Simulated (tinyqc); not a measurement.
Vacuum evaporation: vapour pressure, source flux, thickness distribution, purity and step coverage: one step, computed by the program tinyqc. Command: `OMP_NUM_THREADS=1 python tinyqc.py 3112276 3112277 out.jsonl evap walk`. One thread of a shared host (Intel(R) Xeon(R) Processor @ 2.30GHz), about 0.01 s of CPU time with the checks.

Molecular flow, unit sticking of the metal, no re-evaporation. The background gas is taken as water vapour (18.015 g/mol, collision diameter 0.37 nm) at 300 K.

Problem. Scattering and purity. Mean free path lambda = k_B T_g/(sqrt2 pi d^2 p); unscattered share exp(-h/lambda); gas arrival p/sqrt(2 pi m_g k_B T_g); impurity ratio = sticking x gas arrival/metal arrival; monolayer time = 1e15 cm^-2/(sticking x gas arrival).

Inputs (values chosen for the exercise, modelled on germanium, with constants for the liquid):
```
quantity                    value  unit
source temperature T         1540     K
source-to-wafer distance h     62    cm
background pressure p       1e-06    Pa
sticking of background gas    0.6     -
```

arrival rate at the centre = 1.715603e+14 1/(cm^2 s)

Constants: k_B = 1.380649e-23 J/K; u = 1.6605390666e-27 kg.

Give: mean free path; unscattered share; gas arrival rate; impurity ratio; monolayer time.

Solution.

mean free path = 6810 m

unscattered share = 0.9999

gas arrival rate = 3.584e+12 1/(cm^2 s)

impurity ratio = 0.01253

monolayer time = 465.0 s
